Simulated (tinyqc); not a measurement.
## Metal-interlayer-semiconductor contact, depinning against tunnelling resistance: contact resistivity against the interlayer thickness

Zero bias, n-type semiconductor. Gap states at the semiconductor surface thin out as exp(-be ti), which unpins the barrier; electrons must then cross the interlayer (a rectangular barrier, no voltage drop across it) and the parabolic depleted layer, both by WKB. Energies E are counted from the Fermi level; no image force, parabolic bands.

S = 1/(1 + (1/S0 - 1) exp(-be ti)); phiB = S (phiM - chi) + (1 - S)(Eg - E0); xi = Ec - EF deep inside, from Nd = Nc F(-xi/Vt), F(x) = (2/sqrt(pi)) int_0^infinity sqrt(u) du/(1 + exp(u - x)); band bending U = phiB - xi; E00 = (hbar/2) sqrt(Nd/(eps0 eps_r mt m0)) in volts; A = 4 pi q mA m0 kB^2/h^3. With U = phiB - xi: for xi < E < phiB, y = (E - xi)/U and G1 = (U/E00) [sqrt(1 - y) - y ln((1 + sqrt(1 - y))/sqrt(y))], G1 = 0 above phiB; G2 = 2 ti sqrt(mi max(phiB + dE - E, 0)/C), C = hbar^2/(2 m0); f = 1/(1 + exp(E/Vt)); 1/rho_c = (A T^2/Vt^2) times the integral of exp(-G1 - G2) f over E from xi upwards. Shares under 0.001 % are printed as 0; rows without band bending are left out.

Inputs (values chosen for the exercise); semiconductor values close to those of germanium; interlayer mass of the order of that in lanthanum oxide, offset chosen freely:
- T = 300 K (temperature)
- Eg = 0.636 eV (band gap)
- eps_r = 15.4 (relative permittivity)
- chi = 3.97 eV (electron affinity)
- Nc = 1.04e19 cm^-3 (conduction-band density of states at T)
- mt = 0.121 m0 (tunnelling mass in the semiconductor)
- mA = 1.1 m0 (Richardson mass)
- Nd = 1.9e20 cm^-3 (donor density)
- E0 = 0.089 eV (charge-neutrality level above the valence band)
- S0 = 0.051 (pinning factor without interlayer)
- phiM = 4.17 eV (metal work function)
- dE = 2.14 eV (conduction-band offset of the interlayer above the semiconductor)
- mi = 0.3 m0 (tunnelling mass in the interlayer)
- be = 3.6 1/nm (decay constant of gap states through the interlayer)

Constants: q = 1.602176634e-19 C, kB = 1.380649e-23 J/K, eps0 = 8.8541878128e-12 F/m, hbar = 1.054571817e-34 J s, h = 6.62607015e-34 J s, m0 = 9.1093837015e-31 kg, Vt = kB T/q, hbar^2/(2 m0) = 0.0380998212 eV nm^2. Results are converted to the units shown.

The same in every row: E00/Vt = 7.25.

Contact resistivity against the interlayer thickness:

| ti (nm) | S | phiB (eV) | rho_c (ohm cm^2) | rho_c with G2 = 0 (ohm cm^2) | peak of the integrand (eV) | share above phiB (%) |
|---|---|---|---|---|---|---|
| 0 | 0.0510 | 0.529 | 3.49e-9 | 3.49e-9 | -0.0382 | 0 |
| 0.2 | 0.0994 | 0.512 | 2.04e-8 | 3.22e-9 | -0.0371 | 0 |
| 0.4 | 0.185 | 0.483 | 1.11e-7 | 2.80e-9 | -0.0362 | 0 |
| 0.6 | 0.318 | 0.437 | 5.34e-7 | 2.26e-9 | -0.0357 | 0 |
| 0.8 | 0.489 | 0.377 | 2.31e-6 | 1.71e-9 | -0.0354 | 0 |
| 1 | 0.663 | 0.317 | 9.59e-6 | 1.30e-9 | -0.0353 | 0 |
| 1.2 | 0.802 | 0.269 | 4.15e-5 | 1.05e-9 | -0.0351 | 0.00326 |
| 1.4 | 0.892 | 0.237 | 1.95e-4 | 9.14e-10 | -0.0345 | 0.0101 |
| 1.6 | 0.945 | 0.219 | 9.87e-4 | 8.45e-10 | -0.0337 | 0.0202 |

As ti goes from 0 to 1.6, phiB falls from 0.529 to 0.219 eV and rho_c rises from 3.49e-9 to 9.87e-4 ohm cm^2. No thickness listed beats the bare contact: tunnelling through the layer costs more than the change of the barrier gains. The ratio of rho_c to its value with G2 = 0 runs from 1.00 to 1.17e6.

Range of the model: The depletion charge would drop about 0.32 V across such an interlayer (eps_r near 25) at ti = 1.1 nm and Nd = 1.9e20 cm^-3, against a band bending of 0.51 V; this model leaves that drop out.

tinyqc, about 0.02 s, one thread, Intel Xeon 2.30GHz (shared host): `OMP_NUM_THREADS=1 python tinyqc.py 2270074 2270075 out.jsonl`
